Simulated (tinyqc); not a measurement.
# Lateral field, substrate current, probability of reaching the oxide barrier and hot-carrier lifetime of a silicon transistor (pseudo-two-dimensional and lucky-electron models), step by step

A worked calculation. Computed by tinyqc, a small Python program that keeps every step. Command: `OMP_NUM_THREADS=1 python tinyqc.py 3016027 3016028 out.jsonl hotcar walk`. One thread of a shared host (Intel(R) Xeon(R) Processor @ 2.30GHz), about 0.01 s of CPU time with the checks. Intermediate numbers are printed to about 6 digits and carried at full precision; extremes and crossings named in words are read from the listed rows.

Local-field models: a lucky carrier gains its energy at the peak field over a path free of collisions. Voltages are magnitudes.

Inputs (values chosen for the exercise, modelled on a silicon n-channel):
```
quantity                                value                      unit
channel length L                          300                        nm
oxide thickness t                         6.6                        nm
junction depth x_j                         79                        nm
mobility mu                               400                cm^2/(V s)
saturation velocity v_s                  0.79                  1e7 cm/s
threshold voltage V_T                     0.4                         V
gate voltage V_G                          1.6                         V
drain voltage V_D                         2.7                         V
ionisation prefactor A_i              2.2e+06                      1/cm
ionisation field B_i                     1.69                     MV/cm
hot-carrier mean free path lambda         7.4                        nm
oxide barrier phi_b                       3.1                        eV
interface-trap threshold phi_it           3.6                        eV
lifetime constant H                        80  s microampere/micrometre
length of the depleted extension L_n       27                        nm
```

Drain: lightly doped extension.

Constants: eps_0 = 8.8541878128e-12 F/m.

## Saturation point and current

C_ox = 3.9 eps_0/t; F_sat = 2 v_s/mu; V_Dsat = V_ov F_sat L/(V_ov + F_sat L), V_ov = V_G - V_T; I_D/W = C_ox v_s (V_ov - V_Dsat).

F_sat = 39.5 kV/cm

V_Dsat = 0.596226 V

drain current I_D/W = 249.557 microampere/micrometre

## Peak lateral field

Scale length l = 0.22 t^(1/3) x_j^(1/2) (all in cm); F_m = sqrt(((V_D - V_Dsat)/l_e)^2 + F_sat^2), with l_e = l + L_n; length of the velocity-saturated region l_e ln((V_D - V_Dsat)/(l_e F_sat) + F_m/F_sat).

scale length l = 53.8374 nm

peak field F_m = 263.228 kV/cm

velocity-saturated length = 208.899 nm

energy gained over one free path, e lambda F_m = 0.194789 eV

The field rises from F_sat to F_m as cosh(x/l_e), a factor 6.7, over 70 % of L. Caution: the empirical formula for l was fitted to oxides of about 15 nm or more; for thinner ones it is an extrapolation. Caution: the saturated region fills most of the channel, so the split into two regions is rough. Caution: e V_D is below phi_b or phi_it, so the available energy, not the field, limits hot carriers, and the lucky-electron formulas overstate them.

## Hot-carrier currents and lifetime

Substrate current I_sub/I_D = (A_i/B_i)(V_D - V_Dsat) exp(-B_i/F_m); probability of reaching the oxide barrier exp(-phi_b/(e lambda F_m)); lifetime tau = (H/(I_D/W)) exp(phi_it/(e lambda F_m)).

I_sub/I_D = 0.00445902

substrate current I_sub/W = 1.11278 microampere/micrometre

probability of reaching phi_b = 1.22559e-07

lifetime tau = 3.40689e+07 s

exponent m = phi_it/(e lambda B_i) = 2.87862

Since both exponentials depend on 1/F_m, tau I_D scales about as (I_sub/I_D)^(-m) with m = 2.88, which lets I_sub serve as the monitor. The lifetime is 0.108 times ten years (3.156e8 s).

## Substrate current against gate voltage

The formulas are those given above.

At the given drain voltage:
```
V_G (V)  V_Dsat (V)  I_D/W (microampere/micrometre)  F_m (kV/cm)  I_sub/W (microampere/micrometre)      tau (s)
0.53       0.117148                           5.312      321.944                           0.09378  5.50059e+07
0.66       0.213218                          19.336      310.153                           0.26922  2.68399e+07
0.86       0.331368                          53.168      295.662                           0.53984  2.10562e+07
1.10       0.440053                         107.444      282.344                           0.79487  2.26429e+07
1.40       0.542334                         189.167      269.821                           1.01205  2.86125e+07
1.80       0.641779                         313.395      257.658                           1.19000  4.04529e+07
2.20       0.714573                         448.639      248.763                           1.29976  5.55056e+07
2.60       0.770162                         590.994      241.976                           1.37550  7.29236e+07
3.00       0.814003                         738.206      236.628                           1.43388  9.19691e+07
```

I_sub rises over the whole table: the growing drain current outweighs the fall of F_m. The shortest lifetime among the rows lies at V_G = 0.86 V, below that of the largest I_sub, since tau depends more steeply on the field.

## Extrapolating accelerated tests

V_10 solves tau = 3.156e8 s at the given V_G. The extrapolation fits ln(tau) against 1/V_D at 1, 1.08, 1.16 and 1.25 times the given V_D (rounded to 3 digits) by least squares and reads off the same tau.

Stress points:
```
V_D (V)  1/V_D (1/V)      tau (s)
2.70        0.370370  3.40689e+07
2.92        0.342466  6.12730e+06
3.13        0.319489  1.56186e+06
3.38        0.295858  3.99229e+05
```

ten-year drain voltage V_10 = 2.46831 V

V_10 from the 1/V_D extrapolation = 2.45065 V

The extrapolation is 18 mV below the true value: ln(tau) is nearly linear in 1/(V_D - V_Dsat), not in 1/V_D, so the straight line errs on the safe side when one extrapolates down. At V_10 the available energy e V_D is below phi_it, so the model understates the lifetime there.

Checks made by the program: voltage drop as the integral of F_sat cosh(x/l_e) over the saturated length (relative difference below 1e-10).
